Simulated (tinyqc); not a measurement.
MOSFET in saturation, small-signal circuit and noise: effect of the total gate width on speed and noise.

Bias by the inversion coefficient IC = I/Ispec (charge-based model with velocity saturation; weak inversion below 0.1, strong above 10). Common-source circuit: gm, gds, Cgs, Cgd and Cj at the inner nodes, Rg in series with the gate; quasi-static, no source or drain resistance, no gate-body capacitance, no substrate network, no induced gate noise, so fmax is an upper estimate.

Ispec = 2 n mu Cox (W/L) Vt^2, lc = Ls/L, gms = [sqrt((lc IC + 1)^2 + 4 IC) - 1]/[2 + lc (lc IC + 1)], gm = gms Ispec/(n Vt), gds = sg gm. qs = [sqrt(1 + 4 IC) - 1]/2, Cgs = Cox W L qs (2 qs + 3)/(3 (qs + 1)^2) + Cov W, Cgd = Cov W, Cd = Cj W, Rg = Rsh (Wf/L)/(12 Nf) + Rc/W with Nf = W/Wf fingers (not rounded) contacted at both ends. fT = gm/(2 pi (Cgs + Cgd)), fmax = fT/(2 sqrt(Rg (gds + 2 pi fT Cgd))). Channel noise Sid = 4 kB T gam n gm with gam = (1/2 + (2/3) qs)/(1 + qs) + gw lc IC, qs = [sqrt(1 + 4 IC) - 1]/2, lc = Ls/L (the last term an empirical rise with velocity saturation); at the gate, white noise Sw = Sid/gm^2 + 4 kB T Rg. Number fluctuation with correlated mobility: S(f) = K/f, K = q^2 Vt lt Nt/(W L Cox^2) (1 + ac mu Cox I/gm)^2, Vt in eV with Nt per eV. Corner fc = K/Sw. IC is held fixed.

Values chosen for this exercise:
```
symbol   value         unit                                   meaning
T          400            K                               temperature
L          180           nm                               gate length
Cox       1.24      uF/cm^2                          gate capacitance
mu         150   cm^2/(V s)                                  mobility
n          1.3                                           slope factor
Ls          15           nm                velocity-saturation length
sg       0.016                                           ratio gds/gm
Cov       0.37        fF/um   overlap and fringe capacitance per side
Cj        0.56        fF/um                drain junction capacitance
Rsh         15          ohm              sheet resistance of the gate
Wf           2           um                              finger width
Rc         200       ohm um      gate contact and vertical resistance
IC        0.19                                  inversion coefficient
gw        0.12               short-channel excess of the noise factor
Nt      8.6e17  cm^-3 eV^-1                        oxide trap density
lt         0.1           nm          tunnelling length into the oxide
ac        3000        V s/C            Coulomb scattering coefficient
```

Constants: q = 1.602176634e-19 C, kB = 1.380649e-23 J/K, Vt = kB T/q. Results are converted to the units shown.

The same in every row: fT (GHz) = 1.7730; fmax (GHz) = 28.304; fc (MHz) = 2.2256.

Results:

| W (um) | I (uA) | Rg (ohm) | sqrt(Sw) (nV/Hz^0.5) |
|---|---|---|---|
| 2 | 1.2130 | 113.89 | 25.580 |
| 4.3 | 2.6080 | 52.972 | 17.446 |
| 20 | 12.130 | 11.389 | 8.0892 |
| 43 | 26.080 | 5.2972 | 5.5168 |
| 93 | 56.405 | 2.4492 | 3.7513 |
| 200 | 121.30 | 1.1389 | 2.5580 |

Estimate the missing row, W = 9.3 um.

Computed row:

| W (um) | I (uA) | Rg (ohm) | sqrt(Sw) (nV/Hz^0.5) |
|---|---|---|---|
| 9.3 | 5.6405 | 24.492 | 11.863 |

With this row back in the table: As W goes from 2 to 200 um, fT stays at 1.77 GHz, fmax stays at 28.3 GHz, the white noise falls from 25.6 to 2.56 nV/Hz^0.5 and the corner stays at 2.23 MHz. Current, gm and capacitances scale with W and Rg with 1/W, so the frequencies stay while both noise powers fall as 1/W. In every row fmax exceeds 4 fT, where channel resistance and substrate losses, left out here, would cap it.

Program tinyqc, `OMP_NUM_THREADS=1 python tinyqc.py 2150127 2150128 out.jsonl`; Intel Xeon 2.30GHz, shared host, one thread, about 0.01 s.
